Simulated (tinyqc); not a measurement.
Limits against temperature: thermal and gravitational stress in a wafer during furnace and rapid thermal processing, and the onset of slip. Computed by tinyqc, a small Python program. Command: `OMP_NUM_THREADS=1 python tinyqc.py 3022618 3022619 out.jsonl slip walk`. One thread of a shared host (Intel(R) Xeon(R) Processor @ 2.30GHz), about 0.01 s of CPU time with the checks.

A thin free disc in plane stress, isotropic; T(r) = T_centre + dT (r/R)^n. Stress is positive in tension; sigma_SB = 5.670374419e-8 W/(m^2 K^4), g = 9.80665 m/s^2.

Inputs (values chosen for the exercise, for a model wafer):
```
quantity,value,unit
wafer radius R,225,mm
thickness t,925,micrometre
Young's modulus E,156,GPa
expansion alpha,4.42,1e-6/K
prefactor A of the critical stress,0.00037,MPa
energy U of the critical stress,1.05,eV
density rho,2330,kg/m^3
heat capacity c,957,J/(kg K)
conductivity k,25.1,W/(m K)
wafer spacing s,9.8,mm
```

Constants: k_B = 8.617333262e-05 eV/K.

Method. Critical resolved stress tau_c = A exp(U/(k_B T)), a form chosen for the exercise; slip when 0.492799 |s_tt(R)| > tau_c; allowed |dT| = tau_c (n + 2)/(0.492799 n alpha E). In a stack heated from the rim, heat flows inward by conduction and by radiation between wafers: k_eff = k + (16/3) sigma_SB T^3 s^2/t (a diffusion estimate with the spacing as path length). A steady ramp gives the parabolic lag dT = rho c (ramp) R^2/(4 k_eff); the allowed ramp uses n = 2.

For the parabolic profile:
```
T (K),tau_c (MPa),allowed |dT| (K),k_eff (W/(m K)),allowed ramp (K/min)
1050,40.549,238.67,61.45,31.181
1125,18.707,110.11,69.81,16.341
1200,9.506,55.95,79.36,9.440
1275,5.231,30.79,90.18,5.904
1350,3.076,18.11,102.35,3.940
1425,1.913,11.26,115.96,2.776
1500,1.248,7.34,131.07,2.046
```

From 1050 to 1500 K the allowed difference falls 33 times and the allowed ramp 15 times; radiation, which grows as T^3, gives back a factor 2.13. Ramps must slow as the wafer gets hotter.
